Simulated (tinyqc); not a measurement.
# Planar ballistic transistor, top-of-the-barrier model: what changes with what

At the top of the source barrier, states moving towards the drain are filled by the source (Fermi level 0) and states moving back by the drain (Fermi level -q Vd); nothing scatters. U is the shift of the band edge there, set by the capacitances CG, CD and CS (the total) and by the charge. Parabolic two-dimensional band; the source is grounded.

Values chosen for this exercise; mass and valleys close to those of silicon (two valleys):
- T = 77 K (temperature)
- m = 0.187 m0 (effective mass)
- gv = 2 (valley degeneracy)
- eox = 22 (relative permittivity of the gate insulator)
- tox = 2.9 nm (insulator thickness)
- aG = 0.79 (gate control CG/CS)
- aD = 0.03 (drain control CD/CS)
- E0 = 0.38 eV (band edge at the barrier top above the source Fermi level at zero bias)

Constants: q = 1.602176634e-19 C, kB = 1.380649e-23 J/K, hbar = 1.054571817e-34 J s, m0 = 9.1093837015e-31 kg, Vt = kB T/q, eps0 = 8.8541878128e-14 F/cm where lengths are in cm. Results are converted to the units shown.

Each table varies one quantity; the others keep the values above.

## Effect of the effective mass

N0 = gv m kB T/(pi hbar^2), CG = eps0 eox/tox, vT = sqrt(2 kB T/(pi m)), CS = CG/aG, n0 = n at U = 0 and Vd = 0. eta1 = -(E0 + U)/Vt, eta2 = eta1 - Vd/Vt, n = (N0/2)[F_0(eta1) + F_0(eta2)], F_0(x) = ln(1 + exp x). U = UL + q (n - n0)/CS with UL = -(aG Vg + aD Vd), energies in eV. I = q (N0/2) vT [F_(1/2)(eta1) - F_(1/2)(eta2)] per width, F_(1/2)(x) = (2/sqrt(pi)) int_0^infinity u^(1/2)/(1 + exp(u - x)) du. CQ = (q/Vt) dn/d(eta1). E0 is held fixed.

In this table Vg = 0.5 V, Vd = 0.5 V.

Effect of the effective mass:
```
m (m0)     eta1  n (cm^-2)  I (uA/um)  mean velocity I/(q n) (cm/s)   CQ/CS
0.02      3.904   2.175e11      107.9                       3.096e7  0.1543
0.032     3.606   3.222e11      122.9                       2.380e7  0.2452
0.05      3.233   4.535e11      133.4                       1.837e7  0.3787
0.08      2.750   6.236e11      138.2                       1.383e7  0.5919
0.13      2.180   8.243e11      135.1                       1.023e7  0.9194
0.2       1.649   1.011e12      126.4                       7.802e6   1.320
0.32      1.075   1.214e12      113.2                       5.823e6   1.878
0.5      0.5540   1.397e12      99.42                       4.442e6   2.499
0.8     0.03741   1.579e12      85.32                       3.373e6   3.208
```

As m goes from 0.02 to 0.8 m0, n rises from 2.18e11 to 1.58e12 cm^-2, the mean velocity falls from 3.10e7 to 3.37e6 cm/s and the current goes from 108 through a maximum of 138 (at m = 0.08 m0 among the rows listed) to 85.3 uA/um. CQ/CS goes from 0.15 to 3.2. A light mass gives fast carriers but too few states, a heavy one charge but slow carriers, hence the maximum between.

## Effect of the valley degeneracy

Same model as above.

CQ = (q/Vt) dn/d(eta1). E0 is held fixed.

In this table Vg = 0.5 V, Vd = 0.5 V.

Effect of the valley degeneracy:
```
gv    eta1  n (cm^-2)  I (uA/um)  mean velocity I/(q n) (cm/s)   CQ/CS
1    2.573   6.859e11      97.62                       8.883e6  0.6838
2    1.732   9.822e11      128.1                       8.138e6   1.251
3    1.233   1.158e12      143.5                       7.736e6   1.710
4   0.8894   1.279e12      153.3                       7.484e6   2.087
6   0.4245   1.443e12      166.1                       7.185e6   2.670
```

Read the table: what changes, and by how much?

As gv goes from 1 to 6, n rises from 6.86e11 to 1.44e12 cm^-2, the mean velocity falls from 8.88e6 to 7.19e6 cm/s and the current rises from 97.6 to 166 uA/um. CQ/CS goes from 0.68 to 2.7.

Program tinyqc, `OMP_NUM_THREADS=1 python tinyqc.py 2400055 2400056 out.jsonl`; Intel Xeon 2.30GHz, shared host, one thread, about 0.01 s.
